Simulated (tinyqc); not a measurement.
From results back to parameters: dielectric confinement in a thin film (image charges). Three cases, with inputs chosen for the exercise.

Problem. The self-energy at the centre was computed from a hidden eh.

A film |z| < t/2 of dielectric constant eps between half-spaces of dielectric constant e2; lam = (eps - e2)/(eps + e2), q = e^2/(4 pi eps0). The self-energy of a band edge is taken with the high-frequency value, e2 = eh, and the field of a fixed ion with the static one, e2 = eo. A charge at z has images lam^|n| at n t + (-1)^n z. Its self-energy is S(z) = (q/2 eps) sum over n >= 1 of lam^n [1/(n t - 2z) + 1/(n t + 2z)] for odd n and 2 lam^n/(n t) for even n; at the centre S(0) = -(q/(eps t)) ln(1 - lam).

Constants: e^2/(4 pi eps0) = 14.39964547 eV angstrom.

Find: lam; eh.

Method. lam = 1 - exp(-S(0) eps t/q), and eh = eps (1 - lam)/(1 + lam).

Case 1.

Values chosen: t = 36 angstrom (film thickness); eps = 11.5 (dielectric constant of the film).
S(0) = 23.0046 meV

Solution.

lam = 0.4839
eh = 4.0

Case 2.

Values chosen: t = 40 angstrom (film thickness); eps = 16.4 (dielectric constant of the film).
S(0) = 25.7594 meV

Solution.

lam = 0.6907
eh = 3.0

Case 3.

Values chosen: t = 48 angstrom (film thickness); eps = 13 (dielectric constant of the film).
S(0) = 29.5287 meV

Solution.

lam = 0.7219
eh = 2.1

Computed by tinyqc, one run a case: `OMP_NUM_THREADS=1 python tinyqc.py N N+1 out.jsonl` with N = 1281299, 1281315, 1281335; one thread of a shared Intel(R) Xeon(R) Processor @ 2.30GHz, about 0.09 s a run at most.
